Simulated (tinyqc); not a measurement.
Silicon n-p-n transistor, Gummel numbers and transit times: two steps of the calculation.

One-dimensional n-p-n transistor in the forward active mode at low injection. In the base p(x) = NB exp(-eta x/wb) and ni(x)^2 = ni^2 exp((g0 + g1 x/wb)/Vt); electrons leave the base at vsat; band spikes at the emitter junction and recombination inside the emitter are ignored.

Parameters, values chosen for the exercise; band and dielectric values close to those of silicon: temperature T = 250 K; band gap Eg = 1.13 eV; relative permittivity eps_r = 11.5; conduction-band density of states at T Nc = 2.11e19 cm^-3; valence-band density of states at T Nv = 2.01e19 cm^-3; saturation velocity vsat = 9.97e6 cm/s; neutral base width wb = 120 nm; base doping at the emitter edge NB = 1.4e17 cm^-3; doping falls as exp(-eta x/wb) eta = 0; gap reduction at the emitter edge of the base g0 = 0 eV; further gap reduction across the base (linear) g1 = 0 eV; electron diffusion coefficient in the base Dn = 6.5 cm^2/s; emitter doping NE = 2.2e20 cm^-3; gap reduction in the emitter (negative: wider gap) gE = 0.068 eV; neutral emitter width we = 72 nm; hole diffusion coefficient in the emitter Dp = 2.9 cm^2/s; recombination velocity at the emitter contact Se = 5e6 cm/s; electron lifetime in the base tb = 5e-7 s; collector doping NC = 1.1e16 cm^-3; collector-base reverse bias VCB = 0.1 V.

Constants: q = 1.602176634e-19 C, kB = 1.380649e-23 J/K, Vt = kB T/q, eps0 = 8.8541878128e-14 F/cm where lengths are in cm. Results are converted to the units shown.

Question 1. Base Gummel number and transit time. f(x) = p(x) ni^2/ni(x)^2; I(x) = integral from x to wb of f/Dn, plus f(wb)/vsat; base Gummel number GB = I(0); electron density per unit flux n/(J/q) = I/f; base transit time tauB = integral of I/f over the base. Trapezoid rule on 8 equal steps.

Give: x; f; I; I/f; GB; tauB.

Answer 1.

```
point,x (nm),f (cm^-3),I (s/cm^4),I/f (s/cm)
0,0.00,1.4000e17,2.7250e11,1.9465e-6
1,15.00,1.4000e17,2.4020e11,1.7157e-6
2,30.00,1.4000e17,2.0789e11,1.4849e-6
3,45.00,1.4000e17,1.7558e11,1.2541e-6
4,60.00,1.4000e17,1.4327e11,1.0234e-6
5,75.00,1.4000e17,1.1097e11,7.9261e-7
6,90.00,1.4000e17,7.8658e10,5.6184e-7
7,105.00,1.4000e17,4.6350e10,3.3107e-7
8,120.00,1.4000e17,1.4042e10,1.0030e-7
```

GB = 2.7250e11 s/cm^4
tauB = 12.281 ps

Question 2. Gain, Early voltage and collector delay. ni = sqrt(Nc Nv) exp(-Eg/(2 Vt)), Eg in volts; GE = NE exp(-gE/Vt)(we/Dp + 1/Se); JC = J0 exp(VBE/Vt), J0 = q ni^2/GB; gain limited by back injection GE/GB, by base recombination tb/tauB, together 1/beta = the sum of the inverses; collector layer one-sided, Wc = sqrt(2 eps0 eps_r (Vbc + VCB)/(q NC)), Vbc = Vt ln(p(wb) NC/ni^2), Cjc = eps0 eps_r/Wc; Early voltage VA = GB q p(wb)/(f(wb) Cjc [1/Dn - (eta + g1/Vt)/(wb vsat)]), f(wb) = p(wb) exp(-(g0 + g1)/Vt), p(wb) = NB exp(-eta); tauC = Wc/(2 vsat).

GB = 2.7250366e11 s/cm^4
tauB = 12.280534 ps

Wanted: ni; GE; J0; GE/GB; tb/tauB; beta; Wc; Cjc; VA; tauC.

Answer 2.

ni = 8.3915e7 cm^-3
GE = 2.5130e13 s/cm^4
J0 = 4.1402e-15 A/cm^2
GE/GB = 92.217
tb/tauB = 40715
beta = 92.009
Wc = 333.09 nm
Cjc = 0.30570 fF/um^2
VA = 9.2834 V
tauC = 1.6704 ps

The gain is limited more by back injection into the emitter. beta VA = 854 V.

Range of the model: Heavy doping makes emitter or base degenerate; gE and g0 are to be read as apparent gap changes that include this.

Program tinyqc, `OMP_NUM_THREADS=1 python tinyqc.py 2320126 2320127 out.jsonl`; Intel Xeon 2.30GHz, shared host, one thread, about 0.01 s.
